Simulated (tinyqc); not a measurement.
# Transfer length from front and end resistance

Question. A contact of length d and width W has Rc = (Rsh Lt/W) coth(d/Lt) and Re = (Rsh Lt/W)/sinh(d/Lt), with Rsh the sheet resistance under the metal and Lt = sqrt(rc/Rsh). Find Lt, Rsh and rc.

Inputs (values chosen for the exercise):

| symbol | value | unit | meaning |
|---|---|---|---|
| d | 0.009 | um | contact length |
| W | 2.2 | um | contact width |

Rc = 185.89080 ohm
Re = 179.78872 ohm

Answer. Rc/Re = cosh(d/Lt) gives Lt, and Re then gives Rsh.

Lt = 0.0346 um
Rsh = 3.00e3 ohm/sq
rc = 3.60e-8 ohm cm^2

Computed by the program tinyqc: `OMP_NUM_THREADS=1 python tinyqc.py 2760165 2760166 out.jsonl`, one thread of a shared Intel Xeon 2.30GHz, about 0.01 s for the whole run.
